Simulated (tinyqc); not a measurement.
Worked calculation: tight binding, kagome lattice. One step of it, computed by the program tinyqc.

Problem. Bloch Hamiltonian at k. H_AB = -t1 - t2 exp(-i k.a1), H_AC = -t1 - t2 exp(-i k.a2), H_BC = -t1 - t2 exp(i k.(a1 - a2)), H_CC = delta.

Parameters chosen for this model:
```
parameter,value,unit
t1,1.980000,"eV, up triangles"
t2,1.560000,"eV, down triangles"
delta,-0.350000,eV on site C
```

k point k (fractions of the reciprocal vectors): -0.440000  0.000000

Give: H(k) at k.

Solution.

H(k) at k (eV), lower triangle (Hermitian):
```
,A,B,C
A,0.000
B,-0.530+0.574i,0.000
C,-3.540,-0.530-0.574i,-0.350
```
